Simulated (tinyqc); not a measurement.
What moves the results: free and nearly free electrons in a metal. A value that a table varies takes the place of the one given here.

The cubic cell holds 4 atoms: n = 4 z/a^3, kF = (3 pi^2 n)^(1/3), EF = c kF^2/m, vF = 2 c kF/(m hbar), c = hbar^2/2m0; rs = (3/(4 pi n))^(1/3)/a0; D(EF) = 3 n/(2 EF).

Two plane waves k and k - G, G = (111) (2 pi/a): H = [[c k^2/m, V], [V, c (k - G)^2/m]] with c = hbar^2/2m0.

Square wire of width w with grain size w: rho/rho0 = 1/(1 - 3 al/2 + 3 al^2 - 3 al^3 ln(1 + 1/al)) + (3/4) (1 - p) l/w, with al = (l/w) Rg/(1 - Rg) (Mayadas-Shatzkes plus the thick-wire form of Fuchs-Sondheimer); l = hbar kF/(n e^2 rho), e = 1.602176634e-19 C.

Constants: hbar^2/2m0 = 3.80998211 eV angstrom^2; hbar = 6.58211957e-16 eV s; a0 (Bohr radius) = 0.5291772105 angstrom.

Inputs chosen for the exercise (near those of Au, whose d bands this model ignores; the results hold for these values, not for the real material):
```
symbol  value  unit          meaning
a       4.084  angstrom      fcc lattice constant
z       1                    free electrons an atom
m       1      m0            mass
rho     2.27   micro-ohm cm  bulk resistivity
p       0.5                  specularity of the surfaces
Rg      0.31                 reflection at grain boundaries
w       10     nm            wire width
```

## When the Fermi surface touches the face

On the face the lower band is E = c (G^2/4 + q^2)/m - V, q along the face. EF is held at its free value. A neck opens where EF > c G^2/(4m) - V, with radius q; the second band fills where EF > c G^2/(4m) + V.

Necks:
```
V (eV)  lower band at the face centre (eV)  neck radius (1/angstrom)  radius/kF
0.2                                  6.564                         -          -
0.5                                  6.264                         -          -
0.8                                  5.964                         -          -
1.1                                  5.664                         -          -
1.4                                  5.364                    0.1954      0.163
1.8                                  4.964                    0.3784      0.315
2.2                                  4.564                    0.4982      0.414
2.6                                  4.164                    0.5943      0.494
```

EF = 5.509 eV
c G^2/(4m) = 6.764 eV

How do the results move?

Contact needs V > 1.255 eV. It is first met at V = 1.4 eV of those listed, and the radius then grows as the square root of the excess, to 0.494 kF at 2.6 eV. EF is held at its free value here; a count of states lowers it as V grows, strongly for V of an eV or more, so the threshold is a lower bound, the radii are upper bounds, and some necks may vanish.

## Resistivity of narrow wires

Wires:
```
w (nm)     al  grain term (factor - 1)  surface term  rho (micro-ohm cm)
200     0.083                    0.122         0.069                2.70
100     0.166                    0.240         0.139                3.13
50      0.333                    0.472         0.278                3.97
30      0.555                    0.776         0.463                5.08
20      0.832                    1.152         0.695                6.46
14      1.189                    1.633         0.993                8.23
10      1.665                    2.271         1.390               10.58
7       2.379                    3.226         1.985               14.10
```

l = 37.06 nm

What does this show, and why?

At 7 nm the resistivity is 6.21 times the bulk value; grain boundaries add more (3.23 from grains, 1.99 from surfaces). It passes twice the bulk value between 50 and 30 nm. The surface formula is meant for w above l = 37 nm, so the rows below that are rough.

## What sets the wire resistivity

All results formed anew. Each row changes one parameter from the base and keeps the others.

Results:
```
case                      EF (eV)  l (nm)  wire rho (micro-ohm cm)
base                        5.509   37.06                   10.580
a = 4.207 angstrom          5.192   39.33                   11.082
m = 1.2 m0                  4.591   37.06                   10.580
rho = 2.724 micro-ohm cm    5.509   30.88                   11.051
p = 0.8                     5.509   37.06                    8.687
Rg = 0.217                  5.509   37.06                    8.635
w = 7 nm                    5.509   37.06                   14.100
```

What can be read from the table?

The largest shifts from the base row, up to three for each result and ties (the steps differ in size, so this ranks the rows, not the parameters). EF (eV): m -0.918, a -0.317; unchanged at the printed digits by rho, p, Rg and w. l (nm): rho -6.18, a +2.27; unchanged at the printed digits by m, p, Rg and w. wire rho (micro-ohm cm): w +3.520, Rg -1.945, p -1.893; unchanged at the printed digits by m. The mass drops out of l at given rho, because vF falls and tau rises by the same factor.

Computed by tinyqc, a small Python program: `OMP_NUM_THREADS=1 python tinyqc.py 1681525 1681526 out.jsonl` (the numbers bound the seed that draws the inputs); one thread of a shared host (Intel(R) Xeon(R) Processor @ 2.30GHz), about 0.01 s for the whole set of steps.
